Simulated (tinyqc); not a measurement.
Character of the line: straight dislocations in isotropic elasticity: fields, energies, partials, Peierls stress and walls. Computed by tinyqc, a small Python program. Command: `OMP_NUM_THREADS=1 python tinyqc.py 3029303 3029304 out.jsonl disloc walk`. One thread of a shared host (Intel(R) Xeon(R) Processor @ 2.30GHz), about 0.01 s of CPU time with the checks.

The line runs along z, the glide plane is y = 0, and beta is the angle between b and the line (0 screw, 90 degrees edge): b_e = b sin(beta) along +x with the extra half plane at y > 0, b_s = b cos(beta). Stress is positive in tension.

Inputs (values chosen for the exercise, for a model fcc or diamond crystal): shear modulus G = 37.4 GPa; Poisson ratio nu = 0.334; Burgers vector b = 2.791 angstrom; stacking-fault energy gamma = 26.7 mJ/m^2; dislocation density rho = 8.1e+13 1/m^2; core radius r0/b = 0.5.

Character: screw.

Constants: 1 eV/angstrom^3 = 160.2176634 GPa.

Method:
- Energy factor K = G [cos^2(beta) + sin^2(beta)/(1 - nu)].
- E = K b^2/(4 pi) ln(R/r0) with R = 1/(2 sqrt(rho)); tension T = E + d^2E/d(beta)^2 = G b^2 [1 + nu - 3 nu sin^2(beta)]/(4 pi (1 - nu)) ln(R/r0). The core energy is taken into r0.
- Shockley partials have b_p = b/sqrt(3) at the angles beta -/+ 30 degrees; their repulsion balances the fault at d = G b_p^2/(8 pi gamma) (2 - nu)/(1 - nu) [1 - 2 nu cos(2 beta)/(2 - nu)].
- E = K b^2/(4 pi) ln(R/r0); T = G b^2 [1 + nu - 3 nu sin^2(beta)]/(4 pi (1 - nu)) ln(R/r0).

ln(R/r0) = 5.98672

From screw to edge:
```
beta (degrees)  K (GPa)  E (eV/nm)  T (eV/nm)  d (nm)
0                37.400      8.663     17.352  2.1686
15               38.656      8.954     16.479  2.3630
30               42.089      9.749     14.093  2.8943
45               46.778     10.835     10.835  3.6201
60               51.467     11.921      7.577  4.3458
75               54.900     12.716      5.191  4.8771
90               56.156     13.007      4.318  5.0716
```

What follows from these numbers?

The edge costs 1/(1 - nu) = 1.502 times the screw in energy, yet its tension is only (1 - 2 nu)/(1 + nu) = 0.249 of the screw value, so loops under stress are elongated along b. The edge splits 2.34 times as widely, (2 + nu)/(2 - 3 nu), since there the larger, edge parts of the partials repel with the factor 1/(1 - nu) and the small screw parts attract, while in the screw the roles are exchanged.
